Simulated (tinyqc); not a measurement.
# Front-illuminated p-i-n photodiode, quantum efficiency and bandwidth: what changes with what

Light enters through a p layer (0 to xp), a depleted layer (xp to xp + wi) and a thick n substrate, decaying as exp(-al x); one pass, no back reflection. Carriers made in the depleted layer are all collected; those in the neutral layers diffuse.

Parameters, values chosen for the exercise; values close to those of silicon at this wavelength:

| symbol | value | unit | meaning |
|---|---|---|---|
| lam | 532 | nm | wavelength |
| al | 7670 | 1/cm | absorption coefficient |
| Rf | 0.1 |  | reflectance of the front face |
| eps_r | 12.2 |  | relative permittivity |
| xp | 0.62 | um | thickness of the front p layer |
| wi | 0.65 | um | thickness of the depleted layer |
| Dn | 8.6 | cm^2/s | electron diffusion coefficient in the p layer |
| Ln | 9 | um | electron diffusion length in the p layer |
| S | 8e5 | cm/s | recombination velocity of the front surface |
| Lp | 1.7 | um | hole diffusion length in the thick n substrate |
| ve | 1.02e7 | cm/s | electron drift velocity |
| vh | 6.76e6 | cm/s | hole drift velocity |
| dia | 15 | um | diameter |
| RL | 50 | ohm | load resistance |
| Cp | 30 | fF | parasitic capacitance |

Constants: q = 1.602176634e-19 C, h = 6.62607015e-34 J s, c = 299792458 m/s, eps0 = 8.8541878128e-14 F/cm where lengths are in cm. Results are converted to the units shown.

Each table varies one quantity; the others keep the values above.

## Efficiency and bandwidth against the thickness of the depleted layer

k = al Ln, s = S Ln/Dn, e = exp(-al xp); front layer f1 = (k/(k^2 - 1)) {[s + k - e (s cosh(xp/Ln) + sinh(xp/Ln))]/[s sinh(xp/Ln) + cosh(xp/Ln)] - k e}; depleted layer f2 = e (1 - exp(-al wi)); substrate f3 = e exp(-al wi) al Lp/(1 + al Lp); external efficiency (1 - Rf)(f1 + f2 + f3); responsivity = efficiency q lam/(h c). Drift response for pairs made in the depleted layer, a = al wi, g = 1 - exp(-a), u = 2 pi i f, te = wi/ve, th = wi/vh: electrons He = [g - a (exp(-a) - exp(-u te))/(u te - a)]/(u te g), holes Hh = [g - a (1 - exp(-a - u th))/(a + u th)]/(u th g); C = eps0 eps_r pi (dia/2)^2/wi + Cp; total |He + Hh|/sqrt(1 + (2 pi f RL C)^2), for the current of the depleted layer alone. Limits are the frequencies at which each factor falls to 1/sqrt(2); inverse-square sum (f_transit^-2 + f_RC^-2)^(-1/2); the diffusion currents f1 and f3 are left out of the bandwidth.

Results:
```
wi (um),f2,f1 + f3,responsivity (A/W),transit limit (GHz),RC limit (GHz),3 dB bandwidth (GHz),inverse-square sum (GHz),bandwidth x (1 - Rf) f2 (GHz)
0.081,0.03744,0.5349,0.2210,539.2,11.98,11.98,11.98,0.4036
0.14,0.06328,0.5203,0.2254,313.1,19.14,19.08,19.10,1.087
0.23,0.1005,0.4992,0.2316,191.5,28.17,27.75,27.87,2.511
0.39,0.1607,0.4652,0.2417,114.0,40.32,37.28,38.01,5.391
0.65,0.2440,0.4180,0.2557,69.37,53.62,40.57,42.42,8.910
1.1,0.3542,0.3556,0.2741,41.95,67.22,34.17,35.59,10.89
3.1,0.5639,0.2370,0.3093,15.93,88.03,15.58,15.68,7.906
5.2,0.6100,0.2109,0.3170,9.663,94.54,9.594,9.613,5.267
```

Estimate the missing row, wi = 1.8 um.

Computed row:
```
wi (um),f2,f1 + f3,responsivity (A/W),transit limit (GHz),RC limit (GHz),3 dB bandwidth (GHz),inverse-square sum (GHz),bandwidth x (1 - Rf) f2 (GHz)
1.8,0.4653,0.2928,0.2927,26.43,78.39,24.55,25.04,10.28
```

With this row back in the table: As wi goes from 0.081 to 5.2, the responsivity rises from 0.221 to 0.317 A/W and the bandwidth goes from 12.0 through a maximum of 40.6 (at wi = 0.65 among the rows listed) to 9.59 GHz. The RC limit is the lower one for wi = 0.081, 0.14, 0.23, 0.39, 0.65, the transit limit elsewhere. Adding inverse squares of the two limits is within 4.6 % of the full result. The product of bandwidth and fast efficiency goes from 0.404 through a maximum of 10.9 (at wi = 1.1 among the rows listed) to 5.27 GHz. In every row the diffusion currents exceed 0.3 of the drift current; their own response times, left out, may then shape the whole response.

## Efficiency and bandwidth against the diameter

Same model as above.

The same in every row: f2 = 0.2440; f1 + f3 = 0.4180; responsivity (A/W) = 0.2557; transit limit (GHz) = 69.37.

Efficiency and bandwidth against the diameter:
```
dia (um),RC limit (GHz),3 dB bandwidth (GHz),inverse-square sum (GHz),bandwidth x (1 - Rf) f2 (GHz)
5,95.69,53.70,56.17,11.79
10,73.94,48.22,50.59,10.59
20,38.72,32.65,33.81,7.171
50,8.934,8.831,8.860,1.939
100,2.384,2.382,2.383,0.5231
200,0.6062,0.6062,0.6062,0.1331
500,0.09746,0.09746,0.09746,0.02140
1000,0.02438,0.02438,0.02438,0.005355
```

Read the table: what changes, and by how much?

As dia goes from 5 to 1000, the responsivity stays at 0.256 A/W and the bandwidth falls from 53.7 to 0.0244 GHz. The RC limit is the lower one for dia = 20, 50, 100, 200, 500, 1000, the transit limit elsewhere. Adding inverse squares of the two limits is within 4.9 % of the full result. In every row the diffusion currents exceed 0.3 of the drift current; their own response times, left out, may then shape the whole response.

tinyqc, about 0.01 s, one thread, Intel Xeon 2.30GHz (shared host): `OMP_NUM_THREADS=1 python tinyqc.py 2250005 2250006 out.jsonl`
